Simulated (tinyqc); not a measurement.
Modulation-doped quantum well, Poisson-Schroedinger loop: two steps of the calculation.

A well of width L centred at z = 0 between barriers Vb; effective-mass electrons, parabolic bands. The electrons come from donor sheets outside the mesh, a share fL of Ns on the left and the rest on the right, so the structure is neutral. Energies are counted from the band edge of the well, with U = 0 on the first node in the Hartree part.

Values chosen for this exercise; material values close to those of GaN in AlGaN: relative permittivity (all layers) eps_r = 9.25; mesh step hz = 1 nm; sheet density of electrons Ns = 1e12 cm^-2; share of the donors on the left side fL = 0.5; mixing factor a = 0.5.

Constants: q = 1.602176634e-19 C, hbar = 1.054571817e-34 J s, m0 = 9.1093837015e-31 kg, eps0 = 8.8541878128e-14 F/cm where lengths are in cm, hbar^2/(2 m0) = 0.0380998212 eV nm^2. Results are converted to the units shown.

Question 1. Density, output potential and mixing. n_i = sum_k N_k |psi_k|^2 (converted to cm^-3). Hartree part by Gauss: on the interval after node i the enclosed sheet charge is S_i = fL Ns - hz sum_(j<=i) n_j, and U_(i+1) = U_i + q S_i hz/(eps0 eps_r) in eV, U_1 = 0. Mixing: U(new) = U + a (U(out) - U).

```
node  z (nm)  self-consistent potential U at the start (eV)  |psi|^2 of E1 (1/nm)  |psi|^2 of E2 (1/nm)
1         -6                                              0            0.00001437            0.00006750
2         -5                                              0            0.00027429            0.00104098
3         -4                                              0            0.00475382            0.01421920
4         -3                                              0            0.07206608            0.17057611
5         -2                                              0            0.16050800            0.20657026
6         -1                                              0            0.22001313            0.06687654
7          0                                              0            0.22265793            0.00453943
8          1                                              0            0.17453130            0.13014969
9          2                                              0            0.10326040            0.23676466
10         3                                              0            0.03942113            0.15664133
11         4                                              0            0.00237200            0.01175709
12         5                                              0            0.00012190            0.00075460
13         6                                              0            0.00000564            0.00004261
```

N_k (cm^-2): E1 1e12, E2 1.3164353e-57

Find: n; U(out); U after round 1.

Answer 1.

```
node  n (1e18 cm^-3)  U(out) (eV)  U after round 1 (eV)
1             0.0001     0.000000              0.000000
2             0.0027     0.009781              0.004890
3             0.0475     0.019556              0.009778
4             0.7207     0.029239              0.014619
5             1.6051     0.037512              0.018756
6             2.2001     0.042644              0.021322
7             2.2266     0.043473              0.021737
8             1.7453     0.039946              0.019973
9             1.0326     0.033005              0.016503
10            0.3942     0.024044              0.012022
11            0.0237     0.014312              0.007156
12            0.0012     0.004533              0.002267
13            0.0001    -0.005248             -0.002624
```

Question 2. Levels and probability densities. Tridiagonal Hamiltonian with psi = 0 one step beyond both ends: H_ii = C (1/m_(i-1/2) + 1/m_(i+1/2))/hz^2 + V0_i + U_i, H_(i,i+1) = -C/(m_(i+1/2) hz^2), C = hbar^2/(2 m0). The lowest 2 level(s) are kept, normalised to hz sum |psi|^2 = 1.

```
node  fixed potential V0 (eV)  U after round 1 (eV)
1                  0.38640000           0.000000000
2                  0.39000000           0.004890435
3                  0.39360000           0.009778186
4                 -0.01080000           0.014619440
5                 -0.00720000           0.018755805
6                 -0.00360000           0.021322217
7                  0.00000000           0.021736647
8                  0.00360000           0.019973227
9                  0.00720000           0.016502689
10                 0.01080000           0.012022146
11                 0.42240000           0.007156020
12                 0.42600000           0.002266692
13                 0.42960000          -0.002623828
```

mass on the intervals 1/2, 3/2, ... (mean of both at an interface) (m0): 0.248  0.248  0.248  0.226  0.204  0.204  0.204  0.204  0.204  0.204  0.226  0.248  0.248  0.248

Find: levels; |psi|^2 of E1; |psi|^2 of E2.

Answer 2.

levels (eV): E1 0.04180, E2 0.10682

```
node  |psi|^2 of E1 (1/nm)  |psi|^2 of E2 (1/nm)
1                  0.00002               0.00008
2                  0.00031               0.00114
3                  0.00510               0.01486
4                  0.07489               0.17368
5                  0.16044               0.20525
6                  0.21398               0.06670
7                  0.21620               0.00357
8                  0.17423               0.12286
9                  0.10831               0.23528
10                 0.04365               0.16301
11                 0.00273               0.01266
12                 0.00015               0.00085
13                 0.00001               0.00005
```

Numbers from tinyqc (`OMP_NUM_THREADS=1 python tinyqc.py 2140003 2140004 out.jsonl`; about 0.1 s on one thread of a shared Intel Xeon 2.30GHz).
